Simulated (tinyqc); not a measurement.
## Band offsets from two capacitances

Question. A p-n heterojunction (1: p-type, 2: n-type) in the depletion approximation obeys 1/C^2 = 2 (er1 N1 + er2 N2)(Vbi - V)/(q eps0 er1 er2 N1 N2), with Vbi = dEc + Eg1 - Vt ln(Nc2 Nv1/(N1 N2)), dEc = Ec2 - Ec1 and dEv = Eg2 - Eg1 - dEc. Find N2, Vbi, dEc and dEv.

Inputs (values chosen for the exercise); band and dielectric values close to those of In0.53Ga0.47As and InAlAs:
```
symbol,value,unit,meaning
T,250,K,temperature
Eg1,0.736,eV,band gap of material 1
er1,13.7,,relative permittivity of material 1
Nv1,5.95e18,cm^-3,valence-band density of states of material 1
Eg2,1.47,eV,band gap of material 2
er2,12.4,,relative permittivity of material 2
Nc2,3.8e17,cm^-3,conduction-band density of states of material 2
N1,2.6e17,cm^-3,acceptor density of material 1
```

Constants: q = 1.602176634e-19 C, kB = 1.380649e-23 J/K, Vt = kB T/q, eps0 = 8.8541878128e-14 F/cm where lengths are in cm. Results are converted to the units shown.

C at V = -0.3 and -3.7 V (nF/cm^2): [19.678119, 10.628043]

Answer. The slope of 1/C^2 against -V is (2/(q eps0)) (1/(er2 N2) + 1/(er1 N1)), which gives N2; the intercept is Vbi, and the offsets follow.

N2 = 6.300e15 cm^-3
Vbi = 1.100 V
dEc = 0.5200 eV
dEv = 0.2140 eV

Computed by the program tinyqc: `OMP_NUM_THREADS=1 python tinyqc.py 2040087 2040088 out.jsonl`, one thread of a shared Intel Xeon 2.30GHz, about 0.03 s for the whole run.
